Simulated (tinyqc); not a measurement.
From results back to parameters: coherent potential approximation for a binary alloy with a semi-elliptic band. Three cases, with inputs chosen for the exercise.

Problem. With levels eA = -x d and eB = (1 - x) d on a semi-elliptic band of half width W, the alloy density has second moment W^2/4 + x (1 - x) d^2 and third moment x (1 - x)(1 - 2x) d^3 about its centre (exact, and kept by the CPA). The moments below come from hidden x and d > 0.

Case 1.

Values chosen: W = 2.4 eV (half width of the pure band).
second moment = 1.472400 eV^2
third moment = 0.015552 eV^3

Case 2.

Values chosen: W = 2.3 eV (half width of the pure band).
second moment = 3.237656 eV^2
third moment = 0.212199 eV^3

Case 3.

Values chosen: W = 4.6 eV (half width of the pure band).
second moment = 5.726369 eV^2
third moment = 0.565098 eV^3

Find: d; x.

Solution. v = m2 - W^2/4 = x (1 - x) d^2 and u = m3/v = (1 - 2x) d; then d^2 = u^2 + 4v and x = (1 - u/d)/2.

Case 1.

d = 0.60 eV
x = 0.10

Case 2.

d = 2.77 eV
x = 0.48

Case 3.

d = 1.85 eV
x = 0.15

Computed by tinyqc, one run a case: `OMP_NUM_THREADS=1 python tinyqc.py N N+1 out.jsonl` with N = 1451948, 1452063, 1452089; one thread of a shared Intel(R) Xeon(R) Processor @ 2.30GHz, about 0.01 s a run at most.
